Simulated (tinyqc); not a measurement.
# Thin-film resistivity, exact integral against the thick limit

Fuchs-Sondheimer for a film of thickness d, k = d/lam: rho0/rho = 1 - (3 (1 - ps)/(2 k)) int_1^infinity (t^-3 - t^-5)(1 - exp(-k t))/(1 - ps exp(-k t)) dt; thick limit rho/rho0 = 1 + 3 (1 - ps)/(8 k).

Parameters, values chosen for the exercise; metal values close to those of copper: bulk resistivity rho0 = 1.69 uohm cm; bulk mean free path lam = 39.6 nm; specular share of surface scattering ps = 0.

Thin-film resistivity, exact integral against the thick limit:

| d (nm) | k | rho/rho0, exact | thick limit | error of the limit (%) | rho (uohm cm) |
|---|---|---|---|---|---|
| 2 | 0.05051 | 7.672 | 8.425 | 9.81 | 12.97 |
| 3.8 | 0.09596 | 4.915 | 4.908 | -0.136 | 8.306 |
| 7.4 | 0.1869 | 3.223 | 3.007 | -6.70 | 5.447 |
| 14 | 0.3535 | 2.264 | 2.061 | -8.97 | 3.826 |
| 28 | 0.7071 | 1.656 | 1.530 | -7.56 | 2.798 |
| 54 | 1.364 | 1.334 | 1.275 | -4.43 | 2.255 |
| 110 | 2.778 | 1.154 | 1.135 | -1.64 | 1.950 |
| 200 | 5.051 | 1.080 | 1.074 | -0.546 | 1.825 |
| 400 | 10.10 | 1.039 | 1.037 | -0.138 | 1.755 |

rho/rho0 falls from 7.67 to 1.04. The error of the thick limit goes from 9.8 through a minimum of -9.0 (at d = 14 nm among the rows listed) to -0.14 %; it stays within 5 % for k of 1.364 and above among the rows listed. The change of sign at small k is a crossing of two different laws, not agreement.

tinyqc, about 0.01 s, one thread, Intel Xeon 2.30GHz (shared host): `OMP_NUM_THREADS=1 python tinyqc.py 2100011 2100012 out.jsonl`
